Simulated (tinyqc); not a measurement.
Floating body of a partially depleted SOI transistor: body voltage and kink: two steps of the calculation.

Source at 0 V. Channel current Ic = 2 nf K Vt^2 [F(0) - F(Vd)](1 + la Vd), F(V) = ln^2(1 + exp((Vg - VT - nf V)/(2 nf Vt))), VT = VT0 - gb Vb. Saturation voltage Vs = 2 Vt sqrt(F(0)) + 3 Vt, excess Ve = (Vd - Vs + sqrt((Vd - Vs)^2 + 0.0004 V^2))/2, multiplication M1 = Ai Ve exp(-Bl/Ve). Each junction passes D(v) = J1 (exp(v/Vt) - 1) + J2 (exp(v/(2 Vt)) - 1). Bipolar current Ib = bb J1 (exp(Vb/Vt) - 1). The body settles where M1 (Ic + Ib) = D(Vb) + D(Vb - Vd) + Vb/Rb; drain current Id = (1 + M1)(Ic + Ib) - D(Vb - Vd).

Parameters, values chosen for the exercise; values of the order met in partially depleted silicon-on-insulator transistors: temperature T = 398 K; threshold at zero body voltage VT0 = 0.32 V; fall of the threshold per volt of body voltage gb = 0.17; slope factor nf = 1.21; gain factor per width K = 340 uA/(V^2 um); channel-length modulation factor la = 0.09 1/V; impact-ionisation prefactor Ai = 3.69 1/V; impact-ionisation voltage Bl = 6.3 V; diffusion saturation current of each junction J1 = 3.2e-9 uA/um; recombination saturation current of each junction J2 = 1.6e-6 uA/um; gain of the lateral bipolar transistor on the diffusion current bb = 0; resistance of a weak body tie to the source (1e9 stands for no tie, and the term is then dropped) Rb = 1e9 kohm um; gate voltage Vg = 0.24 V; drain voltage Vd = 2.4 V.

Constants: q = 1.602176634e-19 C, kB = 1.380649e-23 J/K, Vt = kB T/q. Results are converted to the units shown.

Question 1. New Vb. Current into the body I_in = M1 (Ic + Ib) - D(Vb - Vd), current out I_out = D(Vb) + Vb/Rb; f = ln(I_in/I_out), s = df/dVb by central differences over 1e-5 V, Vb(new) = Vb - f/s.

Vb after iteration 1 = 0.64493027 V

Find: Ic; Ve; M1; I_in; I_out; f; s; Vb after iteration 2.

Answer 1.

Ic = 0.9271 uA/um
Ve = 2.236 V
M1 = 0.4932
I_in = 0.4573 uA/um
I_out = 0.4890 uA/um
f = -0.06706
s = -26.00 1/V
Vb after iteration 2 = 0.6424 V

Question 2. Drain current with floating and with grounded body. Id and VT at the converged Vb, Id at Vb = 0, their ratio, and the bipolar share Ib/(Ic + Ib).

converged Vb = 0.64235042 V

Give: VT; Id, floating; Id, grounded; ratio; bipolar share.

Answer 2.

VT = 0.2108 V
Id, floating = 1.375 uA/um
Id, grounded = 0.1875 uA/um
ratio = 7.331
bipolar share = 0.000 %

The body rises to 0.642 V and lowers the threshold by 109 mV.

Range of the model: The multiplication law is an empirical form chosen for the exercise; self-heating and capacitive coupling to the body are left out, and the linear laws are rough once Vb passes about 0.7 V or M1 about 0.1.

Computed by the program tinyqc: `OMP_NUM_THREADS=1 python tinyqc.py 2182093 2182094 out.jsonl`, one thread of a shared Intel Xeon 2.30GHz, about 0.2 s for the whole run.
